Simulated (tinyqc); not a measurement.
Growth mode over temperature: epitaxial growth on a vicinal surface: Burton-Cabrera-Frank step flow, step-edge barrier and island nucleation. Computed by tinyqc, a small Python program. Command: `OMP_NUM_THREADS=1 python tinyqc.py 3017823 3017824 out.jsonl stepflow walk`. One thread of a shared host (Intel(R) Xeon(R) Processor @ 2.30GHz), about 0.04 s of CPU time with the checks.

Adatoms land at rate F, hop on a square grid (a simplification for hexagonal faces), desorb, or join steps. Lengths are in units of a and n is the adatom coverage. Steps ascend at x = 0 and descend at x = l.

Inputs (values chosen for the exercise, close to those used for 4H-SiC(0001)):
```
quantity                     value      unit
site spacing a                3.08  angstrom
step height h                 2.52  angstrom
diffusion barrier E_d          1.8        eV
desorption energy E_a         4.01        eV
adatom formation energy E_f   1.44        eV
step-edge barrier E_s            0        eV
attempt frequency nu            10       THz
deposition rate F             0.12  layers/s
miscut angle                   0.1   degrees
temperature T                 1610         C
critical nucleus size i          1         -
```

Constants: k_B = 8.617333262e-05 eV/K.

Method:
- D = nu exp(-E_d/(k_B T)) (a^2/s, nu counted per direction); tau = exp(E_a/(k_B T))/nu; x_s = sqrt(D tau); n_eq = exp(-E_f/(k_B T)); terrace width l = h/(a tan(miscut)); Schwoebel length l_s = exp(E_s/(k_B T)) - 1.
- D n'' - n/tau + F = 0 with n(0) = n_eq and -l_s n'(l) = n(l) - n_eq. With u = n - F tau, A = n_eq - F tau, y = l/x_s, s = l_s/x_s: u = A cosh(x/x_s) + B sinh(x/x_s), B = A (1 - cosh y - s sinh y)/(sinh y + s cosh y). Flux into the ascending step J+ = D B/x_s, over the descending one J- = -(D/x_s)(A sinh y + B cosh y); step velocity J+ + J-; growth rate (J+ + J-)/l. For small y: J+ + J- = (F - n_eq/tau) l, J-/J+ = l/(l + 2 l_s).
- Island density on a flat surface without desorption: N = 0.25 (F/D)^(i/(i+2)) exp(E_i/((i+2) k_B T)) per site, with E_i = 0 for i = 1; spacing l_n = N^(-1/2). Step flow needs an effective width l_eff = 2 x(peak) below l_n.
- Temperatures in kelvin are T(C) + 273.15.
- x(peak) solves tanh(x/x_s) = -B/A. Rows where evaporation outweighs deposition are left out.

Scales:
```
T (C)  x_s (a)  l_s (a)  incorporated share  l_n (a)  l_eff/l_n
1410    2035.4        0             0.99162   52.831     8.8732
1460    1633.8        0             0.98145   56.080     8.3592
1510    1327.7        0             0.95717   59.329     7.9014
1560    1091.2        0             0.89962   62.574     7.4917
1610     906.3        0             0.76658   65.810     7.1233
1660     759.9        0             0.46937   69.033     6.7907
```

What follows from these numbers?

The ratio stays above 1: islands in every row. Incorporation goes from 99.2 % to 46.9 %, as n_eq rises towards F tau or x_s falls below the terrace width: the window for smooth growth closes from above.

Extremes, crossings and ranges named in words are read from the listed rows.
